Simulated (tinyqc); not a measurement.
Worked calculation: plane-wave Kohn-Sham cycle with exchange-only LDA in a layered model solid. One step of it, computed by the program tinyqc.

Problem. Iteration 2: potential. V_H(G) = 4 pi rho(G)/G^2 for G != 0 (uniform background); v_x = -(3 rho/pi)^(1/3); V = V_ext + V_H + v_x; Fourier components f(G_m) = (1/N) sum_j f(x_j) exp(-i G_m x_j).

A solid whose potential varies along x alone (atomic units):
```
parameter,value
period a,4.600000
cross-section of the cell,39.000000
electrons per cell,2
grid points,16
"plane waves -n..n, n",2
k points,4
V1 in V1 cos(2 pi x/a),-0.240000
V2 in V2 cos(4 pi x/a),0.190000
```

density after iteration 1 (e/bohr^3): 0.01595158  0.01572378  0.01496709  0.01356294  0.01156340  0.00931116  0.00731600  0.00599520  0.00554162  0.00599520  0.00731600  0.00931116  0.01156340  0.01356294  0.01496709  0.01572378

Give: Potentials on the grid; V(G_m), m = 0, 1, 2, ....

Solution.

Potentials on the grid (hartree):
```
x,V_ext,V_H,v_x,V
0.000,-0.050,0.035,-0.248,-0.263
0.287,-0.087,0.033,-0.247,-0.302
0.575,-0.170,0.025,-0.243,-0.387
0.863,-0.226,0.014,-0.235,-0.447
1.150,-0.190,6.91e-04,-0.223,-0.412
1.438,-0.043,-0.013,-0.207,-0.263
1.725,0.170,-0.025,-0.191,-0.047
2.013,0.356,-0.033,-0.179,0.144
2.300,0.430,-0.036,-0.174,0.219
2.587,0.356,-0.033,-0.179,0.144
2.875,0.170,-0.025,-0.191,-0.047
3.163,-0.043,-0.013,-0.207,-0.263
3.450,-0.190,6.91e-04,-0.223,-0.412
3.737,-0.226,0.014,-0.235,-0.447
4.025,-0.170,0.025,-0.243,-0.387
4.312,-0.087,0.033,-0.247,-0.302
```

V(G_m), m = 0, 1, 2, ... (hartree): -0.217  -0.120  0.098  0.000  0.000
